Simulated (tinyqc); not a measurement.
Changing the drain voltage V_D: lateral field, substrate current, probability of reaching the oxide barrier and hot-carrier lifetime of a silicon transistor (pseudo-two-dimensional and lucky-electron models). Computed by tinyqc, a small Python program. Command: `OMP_NUM_THREADS=1 python tinyqc.py 3016401 3016402 out.jsonl hotcar sweep`. One thread of a shared host (Intel(R) Xeon(R) Processor @ 2.30GHz), about 0.01 s of CPU time with the checks.

Local-field models: a lucky carrier gains its energy at the peak field over a path free of collisions. Voltages are magnitudes.

Inputs (values chosen for the exercise, modelled on a silicon p-channel):

| quantity | value | unit |
|---|---|---|
| channel length L | 450 | nm |
| oxide thickness t | 8.2 | nm |
| junction depth x_j | 92 | nm |
| mobility mu | 140 | cm^2/(V s) |
| saturation velocity v_s | 0.65 | 1e7 cm/s |
| threshold voltage V_T | 0.51 | V |
| gate voltage V_G | 3.4 | V |
| ionisation prefactor A_i | 8.9e+06 | 1/cm |
| ionisation field B_i | 3.62 | MV/cm |
| hot-carrier mean free path lambda | 4.5 | nm |
| oxide barrier phi_b | 4.6 | eV |
| interface-trap threshold phi_it | 4.5 | eV |
| lifetime constant H | 20 | s microampere/micrometre |
| length of the depleted extension L_n | 27 | nm |

Drain: lightly doped extension.

Constants: eps_0 = 8.8541878128e-12 F/m.

Method:
- C_ox = 3.9 eps_0/t; F_sat = 2 v_s/mu; V_Dsat = V_ov F_sat L/(V_ov + F_sat L), V_ov = V_G - V_T; I_D/W = C_ox v_s (V_ov - V_Dsat).
- Scale length l = 0.22 t^(1/3) x_j^(1/2) (all in cm); F_m = sqrt(((V_D - V_Dsat)/l_e)^2 + F_sat^2), with l_e = l + L_n; length of the velocity-saturated region l_e ln((V_D - V_Dsat)/(l_e F_sat) + F_m/F_sat).
- Substrate current I_sub/I_D = (A_i/B_i)(V_D - V_Dsat) exp(-B_i/F_m); probability of reaching the oxide barrier exp(-phi_b/(e lambda F_m)); lifetime tau = (H/(I_D/W)) exp(phi_it/(e lambda F_m)).

One run for each value:

| drain voltage V_D (V) | lifetime tau (s) | substrate current I_sub/W (microampere/micrometre) | peak field F_m (kV/cm) | probability of reaching phi_b |
|---|---|---|---|---|
| 3.18 | 6.0554e+21 | 5.5660e-06 | 188.90 | 3.1492e-24 |
| 3.68 | 8.9289e+16 | 4.1833e-04 | 239.15 | 2.7347e-19 |
| 4.17 | 5.5679e+13 | 7.5538e-03 | 290.41 | 5.1670e-16 |
| 4.67 | 2.6434e+11 | 6.3036e-02 | 343.83 | 1.2257e-13 |
| 5.17 | 5.0690e+09 | 3.0831e-01 | 397.94 | 6.9792e-12 |
| 5.66 | 2.5867e+08 | 1.0334e+00 | 451.38 | 1.4612e-10 |
| 6.16 | 2.3477e+07 | 2.7748e+00 | 506.21 | 1.6981e-09 |
| 6.66 | 3.3831e+06 | 6.2233e+00 | 561.24 | 1.2302e-08 |
| 7.16 | 6.8629e+05 | 1.2207e+01 | 616.44 | 6.2832e-08 |

Over the rows, lifetime tau (s) falls from 6.06e21 to 686000 (exponent d ln y / d ln x -76 between the first rows and -22 between the last); substrate current I_sub/W (microampere/micrometre) rises from 5.57e-6 to 12.2 (exponent d ln y / d ln x 30 between the first rows and 9.3 between the last); peak field F_m (kV/cm) rises from 189 to 616 (exponent d ln y / d ln x 1.6 between the first rows and 1.3 between the last).

Caution (all rows): the empirical formula for l was fitted to oxides of about 15 nm or more; for thinner ones it is an extrapolation. Caution (rows 3.18, 3.68, 4.17): e V_D is below phi_b or phi_it, so the available energy, not the field, limits hot carriers, and the lucky-electron formulas overstate them.

Extremes, crossings and ranges named in words are read from the listed rows.
